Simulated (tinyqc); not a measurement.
Defects against doping: deep level with several charge states.

Energies from Ev. The defect has charge states +1, 0, -1 with weights 1, gm exp((EF - E1)/kT), exp((2 EF - E1 - E2)/kT); the shares are the weights over their sum. Boltzmann carriers: n = Nc exp((EF - Eg)/kT), p = Nv exp(-EF/kT). Neutrality: p - n + Nd + Nt <q> = 0.

Constants: kB = 8.617333262e-05 eV/K.

Inputs chosen for the exercise (gap and densities of states near those of Si at this temperature; the results hold for these values, not for the real material): Eg = 1.128 eV (gap); Nc = 2.71e+19 1/cm^3 (conduction-band density of states); Nv = 1.15e+19 1/cm^3 (valence-band density of states); T = 300 K; E1 = 0.92 eV (level (+1/0) above Ev); E2 = 0.792 eV (level (0/-1) above Ev); gm = 2 (degeneracy of the middle state, the others 1); Nd = -8.3e+16 1/cm^3 (ionised shallow donors minus acceptors).

Nt takes the listed multiples of |Nd|; the resistivity uses mobilities of 1000 (electrons) and 300 (holes) cm^2/(V s), chosen for the exercise, and e = 1.602176634e-19 C.

Neutral state:
```
Nt/|Nd|,EF (eV),n (1/cm^3),p (1/cm^3),rho (ohm cm)
0.01,0.1277,426,8.22e+16,0.253
0.10,0.1302,469,7.47e+16,0.279
0.30,0.1367,602,5.81e+16,0.358
0.60,0.1512,1.05e+03,3.32e+16,0.627
0.90,0.1870,4.22e+03,8.30e+15,2.51
1.10,0.8117,1.31e+14,2.66e+05,47.5
1.50,0.8331,3.02e+14,1.16e+05,20.7
3.00,0.8462,5.00e+14,7.00e+04,12.5
10.00,0.8532,6.55e+14,5.35e+04,9.54
```

EF goes from 0.128 to 0.853 eV and the resistivity from 0.253 to 9.54 ohm cm, with a largest value of 47.5. The largest move of EF, +0.625 eV, comes between Nt/|Nd| = 0.9 and 1.1; the levels lie at 0.92 and 0.792 eV. A defect can take up to one carrier of either sign, so the doping can be cancelled no earlier than Nt = |Nd|, there only if EF lies well beyond the level that takes the carriers and otherwise at larger Nt (mean charge +0.10 in the last row). The type changes along the table.

tinyqc: `OMP_NUM_THREADS=1 python tinyqc.py 1651081 1651082 out.jsonl`; about 0.01 s, one thread, shared Intel(R) Xeon(R) Processor @ 2.30GHz.
